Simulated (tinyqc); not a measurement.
Longitudinal sound in a periodic multilayer: transfer matrices, stop bands and folded phonons: one step, computed by the program tinyqc.

Layers 1 and 2 repeat with period d = d_1 + d_2; waves travel normal to the layers, without loss. State vector (u, s): displacement u and stress divided by omega. Impedances Z = rho v are in 1e6 kg/(m^2 s).

Problem. Transfer matrix of one period. A layer maps (u, s) by [[cos p, sin p/Z], [-Z sin p, cos p]], p = 2 pi f d_i/v_i; one period is M = M_2 M_1, and cos(q d) = trace(M)/2.

Inputs (values chosen for the exercise, modelled on silicon (layer 1), germanium (layer 2) and silica (substrate)): velocity v_1 = 8570 m/s; thickness d_1 = 12.3 nm; velocity v_2 = 4810 m/s; thickness d_2 = 7.16 nm; frequency f = 228 GHz.

Z_2 = 25.9259

Z_1 = 19.6253

Give: phase p_1; phase p_2; M; trace(M)/2.

Solution.

phase p_1 = 2.056 rad

phase p_2 = 2.132 rad

M:
$$\begin{pmatrix}
-0.3183 & -0.03923 \\
19.48 & -0.7406
\end{pmatrix}$$

trace(M)/2 = -0.5294

|trace/2| < 1: f lies in a pass band, with q d = 2.1287 rad (folded into 0 to pi).
